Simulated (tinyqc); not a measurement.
Gas flow in a process chamber: flow regimes, conductance, effective pumping speed, pump-down, outgassing and purge: one step, computed by the program tinyqc.

Ideal gas, isothermal flow, a pump of constant speed at the end of a round pipe; process gas, volume gas and outgassing are given the same properties. 1 sccm = 101325 Pa x 1e-6 m^3/60 s x T/273.15 K.

Task: Molecular flow. Mean speed c = sqrt(8 k_B T/(pi m)); aperture conductance C_a = c pi d^2/16; molecular pipe C_m = C_a/(1 + 3 l/(4 d)) (Dushman form); viscous pipe C_v = pi d^4 p_mean/(128 eta l); Knudsen interpolation C = C_v + C_m (1 + x)/(1 + 1.24 x), x = d p_mean sqrt(m/(k_B T))/eta. Effective speed 1/S_eff = 1/S + 1/C_m; time constant V/S_eff; pressure at which the free path k_B T/(sqrt2 pi d_m^2 p) equals d.

Inputs (values chosen for the exercise, modelled on nitrogen near room temperature):

| quantity | value | unit |
|---|---|---|
| molar mass M | 28.01 | g/mol |
| molecular diameter | 0.37 | nm |
| temperature T | 350 | K |
| chamber volume V | 260 | L |
| pipe diameter d | 2.5 | cm |
| pipe length l | 330 | cm |
| pump speed S | 38 | L/s |

Constants: k_B = 1.380649e-23 J/K; u = 1.6605390666e-27 kg.

Give: mean speed c; C_a; C_m; S_eff in molecular flow; time constant; pressure where the free path equals d.

Result:

mean speed c = 514.4 m/s

C_a = 63.12 L/s

C_m = 0.6312 L/s

S_eff in molecular flow = 0.6209 L/s

time constant = 418.7 s

pressure where the free path equals d = 0.3178 Pa

The pipe passes on 2 % of the pump speed; a larger pump would gain little, since S_eff cannot exceed C_m.
